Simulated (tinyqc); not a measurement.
Sampled drift against the exact one: kinetic Monte Carlo and master equation for a particle on a ring of sites with traps and bias. Computed by tinyqc, a small Python program. Command: `OMP_NUM_THREADS=1 python tinyqc.py 3003738 3003739 out.jsonl kmc walk`. One thread of a shared host (Intel(R) Xeon(R) Processor @ 2.30GHz), about 0.06 s of CPU time with the checks.

5 sites on a ring, numbered 1 to 5. The saddle between i and i+1 lies at E0 + s b_i and site i at s eps_i; a force F tilts the landscape, with the saddle half-way.

Inputs (values chosen for the exercise, for a model defect): reference barrier E0 = 0.69 eV; scale factor s of the disorder = 1; attempt frequency nu = 1.2 THz; temperature T = 600 K; site spacing a = 2.6 angstrom; force F along the ring = 0.017 eV/angstrom; seed of the random numbers = 916872.

Disorder: site traps.

site energies eps_i (eV): [-0.04, 0, -0.062, 0, -0.086]

saddle shifts b_i between sites i and i+1 (eV): [0, 0, 0, 0, 0]

Constants: k_B = 8.617333262e-05 eV/K.

Method:
- Rates: k(i to i+1) = nu exp(-(E0 + s b_i - s eps_i - F a/2)/(k_B T)), k(i to i-1) = nu exp(-(E0 + s b_(i-1) - s eps_i + F a/2)/(k_B T)).
- Share right = k right/(k right + k left); mean stay = 1/(k right + k left).
- Master equation dP/dt = W P, W_(i+1,i) = k right, W_(i-1,i) = k left, columns summing to zero. The steady state is its null vector; drift v = a sum P_i (k right - k left). D = a^2 lambda''(0)/2, where lambda(q) is the leading eigenvalue of W with right hops weighted by exp(q) and left hops by exp(-q).
- The slowest relaxation rate is minus the real part of the next eigenvalue of W. 1 angstrom = 1e-8 cm.
- 400 independent walkers start on sites drawn with weights P_i (k right + k left), the steady shares of hops (random numbers not printed); the estimate is total displacement over total time, with its standard error from the spread between walkers.

occupations P_i: [0.169855, 0.078360, 0.259938, 0.078360, 0.413487]

drift velocity v = 0.0172391 cm/s

Drift from sampling:
```
hops per walker  estimate (cm/s)  standard error (cm/s)  deviation in standard errors
10                      0.017823             7.1003e-04                        0.8230
30                      0.016832             3.9777e-04                       -1.0231
100                     0.017342             2.2562e-04                        0.4571
300                     0.017321             1.3008e-04                        0.6302
1000                    0.017353             7.4549e-05                        1.5254
3000                    0.017259             3.9628e-05                        0.5120
```

The exact drift is 0.01724 cm/s. The standard error falls by a factor 3.03 from 100 to 1000 hops (sqrt10 = 3.16), and in the last row it is 0.23 % of the drift.

Extremes, crossings and ranges named in words are read from the listed rows.
